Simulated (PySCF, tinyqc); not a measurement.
Inside a calculation. Method: RHF in the sto-3g basis, for BeH+, spin multiplicity 1. The lowest restricted solution is unstable here: a spin-polarised one lies 0.0281 hartree lower (PySCF). One step of it, computed by the program tinyqc.

Question. Iteration 2: DIIS coefficients. Solve [B -1; -1 0][c; lambda] = [0; -1] for the coefficients, which sum to one.

B (overlaps of the stored error matrices):
```
               1              2
1  3.4870073e-01  2.1659903e-01
2  2.1659903e-01  1.3677078e-01
```

Give: DIIS coefficients.

Answer.

DIIS coefficients: -1.5271  2.5271
